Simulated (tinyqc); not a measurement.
Inside a calculation. Model: n-type polysilicon, carrier trapping at grain boundaries.

tinyqc, about 0.01 s, one thread, Intel Xeon 2.30GHz (shared host): `OMP_NUM_THREADS=1 python tinyqc.py 2830127 2830128 out.jsonl` Printed values are rounded.

One-dimensional grains of size Lg, uniform ionised doping N, monovalent traps Qt at each boundary at a depth Et below (for electrons) or above (for holes) the band edge there, abrupt depletion of width W on each side of a boundary, Boltzmann statistics. xi is the distance from the band edge at the grain centre to the Fermi level. Trapped charge Qt/(1 + exp((xi + VB - Et)/Vt)) = 2 N W, barrier VB = q N W^2/(2 eps0 eps_r).

Parameters, values chosen for the exercise; values of the order met in polycrystalline silicon: temperature T = 300 K; relative permittivity eps_r = 11.7; conduction-band density of states at T NB = 2.8e19 cm^-3; grain size Lg = 22 nm; trap density of a grain boundary Qt = 4.9e12 cm^-2; depth of the trap level from the majority band edge at the boundary Et = 0.31 eV; mass for thermionic emission ms = 0.34 m0; correction factor of the emission rate fe = 0.12; doping N = 1.3e18 cm^-3.

Constants: q = 1.602176634e-19 C, kB = 1.380649e-23 J/K, m0 = 9.1093837015e-31 kg, Vt = kB T/q, eps0 = 8.8541878128e-14 F/cm where lengths are in cm. Results are converted to the units shown.

## Depletion width, Fermi level and barrier

If the trap equation with xi = Vt ln(NB/N) has a root W < Lg/2, the grain is partly depleted; otherwise W = Lg/2 and the trap equation gives xi = Et - VB + Vt ln(Qt/(N Lg) - 1). N* = Qt/Lg.

N* = 2.22727e18 cm^-3
W = 11 nm
xi = 0.179626 V
VB = 0.121639 V
share of traps filled = 0.583673

N is 0.584 N*, and the grain is fully depleted; VB = 4.71 Vt.

## Resistivity and effective mobility

n0 = NB exp(-xi/Vt); mean density n0 (1 - 2 W/Lg) by charge balance in a partly depleted grain, and n0 (sqrt(pi)/2) erf(u)/u with u = sqrt(VB/Vt) in a fully depleted one; v = sqrt(kB T/(2 pi ms m0)); barrier resistivity Vt exp(VB/Vt)/(q fe n0 v Lg); grain resistivity (1 - 2 W/Lg)/(q n0 mug); effective mobility 1/(q mean density total resistivity).

n0 = 2.68891e16 cm^-3
mean density = 1.09621e16 cm^-3
v = 4.61348e6 cm/s
barrier resistivity = 544.538 ohm cm
grain resistivity = 0.00000 ohm cm
resistivity = 544.538 ohm cm
effective mobility = 1.04561 cm^2/(V s)

The resistivity is 22700 times that of a single crystal with the same N and mobility mug, and the mean density is 0.843 % of N.
